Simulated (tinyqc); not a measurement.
Inside a calculation. Method: extended Hueckel theory, for BeH2. Computed by tinyqc, a small Python program that keeps every step (integrals from PySCF). Settings: charge = 0, K = 1.75, multiplicity = 1. Command: `OMP_NUM_THREADS=1 python tinyqc.py 23556 23557 out.jsonl` (the two numbers bound the seeds that draw the settings). One thread of a shared host (Intel(R) Xeon(R) Processor @ 2.60GHz), about 0.01 s of CPU time with the checks.

## Overlaps

Geometry (angstrom):

| atom | x | y | z |
|---|---|---|---|
| Be | 0.000000 | 0.000000 | 0.000000 |
| H | 0.000000 | 1.418000 | 0.000000 |
| H | 0.000000 | -1.418000 | 0.000000 |

Parameters chosen for this run:

| element | shell | Slater exponent | H_ii (eV) |
|---|---|---|---|
| Be | 2s | 0.975000 | -10.000000 |
| Be | 2p | 0.975000 | -6.000000 |
| H | 1s | 1.300000 | -13.600000 |

Slater orbitals, each expanded in six Gaussians scaled to its exponent.

overlap S, lower triangle:
```
           1Be 2s   1Be 2px    1Be 2py   1Be 2pz     2H 1s     3H 1s
1Be 2s   1.000000
1Be 2px  0.000000  1.000000
1Be 2py  0.000000  0.000000   1.000000
1Be 2pz  0.000000  0.000000   0.000000  1.000000
2H 1s    0.427458  0.000000   0.525053  0.000000  1.000000
3H 1s    0.427458  0.000000  -0.525053  0.000000  0.022763  1.000000
```

## Wolfsberg-Helmholz matrix

diagonal H_ii (eV): 1Be 2s -10.000000, 1Be 2px -6.000000, 1Be 2py -6.000000, 1Be 2pz -6.000000, 2H 1s -13.600000, 3H 1s -13.600000

K = 1.750000

H_ij = K' S_ij (H_ii + H_jj)/2 for i != j (the diagonal keeps H_ii), with K' = 1.75.

H (eV), lower triangle:
```
             1Be 2s    1Be 2px    1Be 2py    1Be 2pz       2H 1s       3H 1s
1Be 2s   -10.000000
1Be 2px    0.000000  -6.000000
1Be 2py    0.000000   0.000000  -6.000000
1Be 2pz    0.000000   0.000000   0.000000  -6.000000
2H 1s     -8.827016   0.000000  -9.004652   0.000000  -13.600000
3H 1s     -8.827016   0.000000   9.004652   0.000000   -0.541753  -13.600000
```

## Orbitals

valence electrons = 4

Solve H C = S C e through S^(-1/2); fill by pairs from the bottom, a degenerate level sharing its electrons equally; each orbital has its largest coefficient positive (the first on a tie).

orbital energies (eV): -15.525325  -14.040754  -6.000000  -6.000000  1.412513  14.017258

occupations: 2.000000  2.000000  0.000000  0.000000  0.000000  0.000000

coefficients:
```
              MO1        MO2       MO3        MO4        MO5        MO6
1Be 2s   0.394983   0.000000  0.000000   0.000000   1.183192   0.000000
1Be 2px  0.000000   0.000000  0.253968   0.967213   0.000000   0.000000
1Be 2py  0.000000   0.235534  0.000000   0.000000   0.000000   1.496386
1Be 2pz  0.000000   0.000000  0.967213  -0.253968   0.000000   0.000000
2H 1s    0.498134   0.580047  0.000000   0.000000  -0.715909  -0.915202
3H 1s    0.498134  -0.580047  0.000000   0.000000  -0.715909   0.915202
```

sum of one-electron energies = -59.132158 eV

Within a degenerate level the vectors are fixed only up to a rotation; this is one choice.

## Mulliken analysis

P = C n C^T; charge = valence electrons (Be 2, H 1) minus the sum of (P S)_ii on the atom; overlap population = 2 sum P_ij S_ij between two atoms.

charges: 1Be 0.953674, 2H -0.476837, 3H -0.476837

Overlap populations:

| pair | value |
|---|---|
| 2-1 | 0.623350 |
| 3-1 | 0.623350 |
| 3-2 | -0.008041 |
